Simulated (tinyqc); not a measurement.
## Thin-body transistor below threshold, two-dimensional Poisson equation on a small mesh: effect of the gate voltage

A thin body on a thick buried insulator of low permittivity, taken as carrying no normal field at the bottom of the body (row 0). Mobile charge is neglected (subthreshold), the body is fully depleted, and potentials are counted from the intrinsic level; rows run upward to the gate, columns from source to drain.

Mesh: rows i = 0..12 in the semiconductor (step hs = tb/12, row 12 on the interface), then 8 step(s) ho = tox/8 up to the gate row 20; columns j = 0..80 (step hy = L/80). Box integration, divided by eps0: up_i = eps hy/h of the interval above row i, dn_i = that of the interval below (0 for row 0), lat_i = (sum of eps h/2 over the intervals above and below)/hy, s_i = -q Na w_i hy/eps0 with w_i the semiconductor height of the box (hs/2 for row 0 and the interface row, hs between, 0 in the insulator). Each free node obeys (up + dn + 2 lat) psi = up psi(above) + dn psi(below) + lat [psi(left) + psi(right)] + s. Fixed values: gate row Vg - Vfb; column 0 at Vbi and the last column at Vbi + Vd in the semiconductor, each running linearly to Vg - Vfb across the insulator. The system is solved directly. On row 0 the minimum of psi and its place come from a parabola through the three lowest nodes; barrier = Vbi - minimum, swing = Vt ln 10/(d psi/dVg), DIBL = (d psi/dVd)/(d psi/dVg) there. Lambda = pi/k with k the smallest positive root of tan(k tox) tan(k tb) = eox/eps_r.

Inputs (values chosen for the exercise); semiconductor permittivity close to that of silicon: temperature T = 300 K; relative permittivity of the semiconductor eps_r = 11.5; relative permittivity of the insulator eox = 9; body thickness tb = 6 nm; insulator thickness tox = 4 nm; channel length L = 46 nm; acceptor density of the depleted body Na = 0 cm^-3; potential of the source Vbi = 0.46 V; gate offset Vfb = 0.05 V; drain voltage Vd = 0.7 V.

Constants: q = 1.602176634e-19 C, kB = 1.380649e-23 J/K, Vt = kB T/q, eps0 = 8.8541878128e-14 F/cm where lengths are in cm. Results are converted to the units shown.

Result of one run:

| L/Lambda | barrier (V) | place y/L | swing (mV/decade) | DIBL (mV/V) |
|---|---|---|---|---|
| 2.129 | 0.3367 | 0.4228 | 65.62 | 26.86 |

Which gate voltage Vg gave this result: -0.12, -0.04, 0.12 or 0.2 V?

Vg = 0.12 V.

The whole series:

| Vg (V) | L/Lambda | barrier (V) | place y/L | swing (mV/decade) | DIBL (mV/V) |
|---|---|---|---|---|---|
| -0.2 | 2.129 | 0.6282 | 0.4485 | 65.18 | 31.70 |
| -0.12 | 2.129 | 0.5552 | 0.4439 | 65.24 | 30.77 |
| -0.04 | 2.129 | 0.4822 | 0.4384 | 65.33 | 29.68 |
| 0.04 | 2.129 | 0.4094 | 0.4315 | 65.45 | 28.40 |
| 0.12 | 2.129 | 0.3367 | 0.4228 | 65.62 | 26.86 |
| 0.2 | 2.129 | 0.2643 | 0.4113 | 65.89 | 24.95 |

As Vg goes from -0.2 to 0.2 V, the barrier falls from 0.628 to 0.264 V, the swing rises from 65.2 to 65.9 mV a decade and DIBL falls from 31.7 to 24.9 mV/V; the ideal swing is 59.5. The barrier top moves from y/L = 0.449 to 0.411, towards the source.

Numbers from tinyqc (`OMP_NUM_THREADS=1 python tinyqc.py 2480122 2480123 out.jsonl`; about 0.1 s on one thread of a shared Intel Xeon 2.30GHz).
